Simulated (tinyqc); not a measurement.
From results back to parameters: tunnelling through a thin dielectric with one trap, as a tight-binding chain. Four cases, with inputs chosen for the exercise.

Problem. A resonance has full width Gamma_L + Gamma_R and peak height 4 Gamma_L Gamma_R/(Gamma_L + Gamma_R)^2. The values come from hidden widths.

Find: larger and smaller width.

Method. The widths are (W/2)(1 +/- sqrt(1 - peak)); which belongs to which lead the line shape cannot tell.

Case 1.

full width = 103.000 meV
peak height = 0.0503776

Solution.

larger and smaller width (meV): 102  1.31

Case 2.

full width = 55.3073 meV
peak height = 0.0248457

Solution.

larger and smaller width (meV): 55.0  0.346

Case 3.

full width = 22.3934 meV
peak height = 0.000239482

Solution.

larger and smaller width (meV): 22.4  0.00134

Case 4.

full width = 94.9849 meV
peak height = 0.0104380

Solution.

larger and smaller width (meV): 94.7  0.249

Computed by tinyqc, one run a case: `OMP_NUM_THREADS=1 python tinyqc.py N N+1 out.jsonl` with N = 1451776, 1451811, 1451843, 1451852; one thread of a shared Intel(R) Xeon(R) Processor @ 2.30GHz, about 0.1 s a run at most.
